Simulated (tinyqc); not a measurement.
Edge bands of a zigzag ribbon: Kane-Mele model of a buckled honeycomb layer in a normal field.

Sublattices A and B lie at +/-b, so the field gives them the energies +/-D, D = e b Ez (in eV for b in angstrom and Ez in V/angstrom); 2 lam is the gap at zero field. Near the valleys tau = +/-1, for spin sz = +/-1: H = hbar v (tau qx sx + qy sy) + m sz_AB with m = D - tau sz lam, hbar v = (sqrt3/2) a t. On the lattice the spin-orbit term is the second-neighbour hopping i (lam/3 sqrt3) nu sz, nu = +/-1 by the sense of the turn. The filled band of one cone contributes tau sign(m)/2 to the Chern number, in the sense Omega = curl of i<u|grad u>. Rashba terms are left out.

Zigzag ribbon of N chains, sites A1, B1, A2, ...; k in 1/a. Bonds -2t cos(k/2) (A_n to B_n) and -t (B_n to A_(n+1)); diagonal +/-(D + 2 l2 sz sin k) on A and B; A_n to A_(n+1): -2 l2 sz sin(k/2), B_n to B_(n+1): the opposite; l2 = lam/(3 sqrt3).

Values chosen for the exercise (of the size used for silicene; the results hold for these values, not for the real material): a = 3.88 angstrom (lattice constant); t = 1.67 eV (hopping); lam = 0.0032 eV (spin-orbit half gap); b = 0.25 angstrom (half the buckling height); Ez = 0.0054 V/angstrom (normal field at the atoms, after screening; 0.01 is 1 MV/cm, and gates reach some 0.05); N = 12 (chains).

The two middle levels for each spin, and the weight of the upper one on the half of the ribbon that holds A1.

Middle levels (meV):
```
k/pi  up, lower  up, upper  up, weight  down, lower  down, upper  down, weight
0.6    -442.542    442.542        0.50     -442.523      442.523          0.50
0.7    -114.826    114.826        0.51     -114.757      114.757          0.49
0.8      -4.762      4.762        0.87       -3.309        3.309          0.38
0.9      -2.492      2.492        1.00       -0.208        0.208          1.00
1.0      -1.350      1.350        1.00       -1.350        1.350          1.00
1.1      -0.208      0.208        1.00       -2.492        2.492          1.00
1.2      -3.309      3.309        0.38       -4.762        4.762          0.87
1.3    -114.757    114.757        0.49     -114.826      114.826          0.51
1.4    -442.523    442.523        0.50     -442.542      442.542          0.50
```

From k/pi = 0.8 to 1.2 the upper level stays on one edge and the spacing of the pair is at least 0.42 meV. D < lam, so the edge bands must cross; with D this close to lam the crossing of one spin has moved beyond k/pi = 1.2, towards the valley at 4/3 (that of the other mirrors it, towards 2/3), where these rows do not resolve it. At k = pi the levels are -1.350 and 1.350 meV, with D = 1.350 meV and lam = 3.2 meV.

(tinyqc, `OMP_NUM_THREADS=1 python tinyqc.py 1451063 1451064 out.jsonl`, Intel(R) Xeon(R) Processor @ 2.30GHz, 1 thread, shared host, about 0.01 s.)
